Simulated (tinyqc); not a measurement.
Electromigration in a confined line: Blech product, Korhonen stress evolution and Black's law: one step, computed by the program tinyqc. Command: `OMP_NUM_THREADS=1 python tinyqc.py 3004404 3004405 out.jsonl emigr walk`. One thread of a shared host (Intel(R) Xeon(R) Processor @ 2.30GHz), about 0.01 s of CPU time with the checks.

The electron wind pushes atoms from the cathode (x = 0) to the anode (x = L); blocking ends build a back stress (tension positive). The input rho is taken not to change with temperature. d sigma/dt = d/dx [kappa (d sigma/dx + G)], with zero flux at both ends and sigma = 0 at t = 0.

Question. Driving force and diffusivities. G = Z* e rho j/Omega; D = D0 exp(-E/(k_B T)); kappa = D B Omega/(k_B T); drift velocity of an unconfined line v = D Z* e rho j/(k_B T). SI: 1 micro-ohm cm = 1e-8 ohm m, 1 MA/cm^2 = 1e10 A/m^2. Temperatures in kelvin are T(C) + 273.15.

Inputs (values chosen for the exercise, close to those used for ruthenium lines):
```
quantity                      value          unit
resistivity rho                11.7  micro-ohm cm
atomic volume Omega            13.6    angstrom^3
effective charge number Z*      1.9             -
prefactor D0                5.7e-07         m^2/s
activation energy E            1.36            eV
effective modulus B              60           GPa
current density j               3.6       MA/cm^2
test temperature T              330             C
```

Start: stress-free.

Constants: e = 1.602176634e-19 C; k_B = 8.617333262e-05 eV/K; k_B = 1.380649e-23 J/K.

Give: stress gradient G; diffusivity D; kappa; drift velocity.

Answer.

stress gradient G = 94.28 MPa/um

diffusivity D = 2.466e-18 m^2/s

kappa = 2.417e-16 m^2/s

drift velocity = 1.367 nm/h
